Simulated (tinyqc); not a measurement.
## Film thickness from the threshold shift

Inverse problem. Undoped body with a flat potential across it, hard walls, transport along x. One isotropic valley (g = 1, mx = my = mz = me). Non-parabolicity enters the subband edges through E (1 + al E) = gamma, so E = 2 gamma/(1 + sqrt(1 + 4 al gamma)); motion within a subband is taken as parabolic with the band-edge mass. Energies are counted from the bulk band edge. gamma = C (pi k/(t + dl))^2/mz, C = hbar^2/(2 m0). Each subband has N_k = g sqrt(mx my) m0 kB T/(pi hbar^2); without degeneracy n = exp(EF/Vt) sum N_k exp(-E_k/Vt). Classical value Nc times t, Nc = sum over valleys of 2 g (m m0 kB T/(2 pi hbar^2))^1.5 with m = (mx my mz)^(1/3). Threshold shift dVT = Vt ln(classical value/sum N_k exp(-E_k/Vt)). Find t and the lowest subband edge.

Parameters, values chosen for the exercise; masses close to those of InAs:
- T = 400 K (temperature)
- me = 0.0228 m0 (mass at the band edge)
- al = 2.8 1/eV (non-parabolicity)
- dl = 0.3 nm (widening of the box by penetration into the insulator)

Constants: q = 1.602176634e-19 C, kB = 1.380649e-23 J/K, hbar = 1.054571817e-34 J s, m0 = 9.1093837015e-31 kg, Vt = kB T/q, hbar^2/(2 m0) = 0.0380998212 eV nm^2. Results are converted to the units shown.

dVT = 155.37132 mV

Solution. dVT is evaluated for trial values of t with all subbands; between 1.5 and 25 nm one value matches.

t = 7.00 nm
E_1 = 199 meV

Program tinyqc, `OMP_NUM_THREADS=1 python tinyqc.py 2350096 2350097 out.jsonl`; Intel Xeon 2.30GHz, shared host, one thread, about 0.02 s.
